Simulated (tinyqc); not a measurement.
From results back to parameters: valley splitting in a one-orbital chain of atomic planes (second-neighbour model). Three cases, with inputs chosen for the exercise.

Problem. For E(phi) = e0 + 2 v cos(phi) + 2 u cos(2 phi) with u, v > 0 and planes a/4 apart, the heights of the band at phi = 0 and phi = pi above its minimum were computed from hidden u and v; c = hbar^2/2m0.

Constants: hbar^2/2m0 = 3.80998211 eV angstrom^2.

Case 1.

Values chosen (out of a larger set: near those of the Delta valleys of silicon; abrupt walls in this chain split the valleys several times more than measured wells; not measured data): a = 5.435 angstrom (lattice constant; planes lie a/4 apart).

E(0) - Emin = 3.883191 eV
E(pi) - Emin = 1.499191 eV

Case 2.

Values chosen (out of a larger set: near those of the Delta valleys of silicon; abrupt walls in this chain split the valleys several times more than measured wells; not measured data): a = 5.441 angstrom (lattice constant; planes lie a/4 apart).

E(0) - Emin = 3.994240 eV
E(pi) - Emin = 1.354240 eV

Case 3.

Values chosen (out of a larger set: near those of the Delta valleys of silicon; abrupt walls in this chain split the valleys several times more than measured wells; not measured data): a = 5.43 angstrom (lattice constant; planes lie a/4 apart).

E(0) - Emin = 3.697684 eV
E(pi) - Emin = 1.381684 eV

Find: u, v; phi0; mass at the minimum.

Solution. E - Emin = 4u (cos(phi) + v/(4u))^2. The difference of the two heights is 4v, and for v < 4u the sum of their square roots is 4 sqrt(u). The mass is (2c)/((a/4)^2 (8u - v^2/(2u))).

Case 1.

u, v (eV): 0.638  0.596

phi0 = 1.8065 rad
mass at the minimum = 0.855 m0

Case 2.

u, v (eV): 0.625  0.660

phi0 = 1.8380 rad
mass at the minimum = 0.885 m0

Case 3.

u, v (eV): 0.600  0.579

phi0 = 1.8145 rad
mass at the minimum = 0.915 m0

Computed by tinyqc, one run a case: `OMP_NUM_THREADS=1 python tinyqc.py N N+1 out.jsonl` with N = 1451703, 1451723, 1451741; one thread of a shared Intel(R) Xeon(R) Processor @ 2.30GHz, about 0.02 s a run at most.
